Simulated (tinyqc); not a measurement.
Lateral field, substrate current, probability of reaching the oxide barrier and hot-carrier lifetime of a silicon transistor (pseudo-two-dimensional and lucky-electron models): one step, computed by the program tinyqc. Command: `OMP_NUM_THREADS=1 python tinyqc.py 3014210 3014211 out.jsonl hotcar walk`. One thread of a shared host (Intel(R) Xeon(R) Processor @ 2.30GHz), about 0.01 s of CPU time with the checks.

Local-field models: a lucky carrier gains its energy at the peak field over a path free of collisions. Voltages are magnitudes.

Task: Peak lateral field. C_ox = 3.9 eps_0/t; F_sat = 2 v_s/mu; V_Dsat = V_ov F_sat L/(V_ov + F_sat L), V_ov = V_G - V_T; I_D/W = C_ox v_s (V_ov - V_Dsat). Scale length l = 0.22 t^(1/3) x_j^(1/2) (all in cm); F_m = sqrt(((V_D - V_Dsat)/l_e)^2 + F_sat^2), with l_e = l; length of the velocity-saturated region l_e ln((V_D - V_Dsat)/(l_e F_sat) + F_m/F_sat).

Inputs (values chosen for the exercise, modelled on a silicon n-channel):
```
quantity                             value                      unit
channel length L                      1600                        nm
oxide thickness t                       40                        nm
junction depth x_j                     390                        nm
mobility mu                            410                cm^2/(V s)
saturation velocity v_s               0.85                  1e7 cm/s
threshold voltage V_T                  0.5                         V
gate voltage V_G                       3.4                         V
drain voltage V_D                      7.9                         V
ionisation prefactor A_i           1.7e+06                      1/cm
ionisation field B_i                  1.68                     MV/cm
hot-carrier mean free path lambda      8.2                        nm
oxide barrier phi_b                    3.1                        eV
interface-trap threshold phi_it        3.6                        eV
lifetime constant H                      3  s microampere/micrometre
```

Drain: abrupt.

Constants: eps_0 = 8.8541878128e-12 F/m.

Give: scale length l; peak field F_m; velocity-saturated length; energy gained over one free path, e lambda F_m.

Result:

scale length l = 218.1 nm

peak field F_m = 272.9 kV/cm

velocity-saturated length = 560.8 nm

energy gained over one free path, e lambda F_m = 0.2238 eV
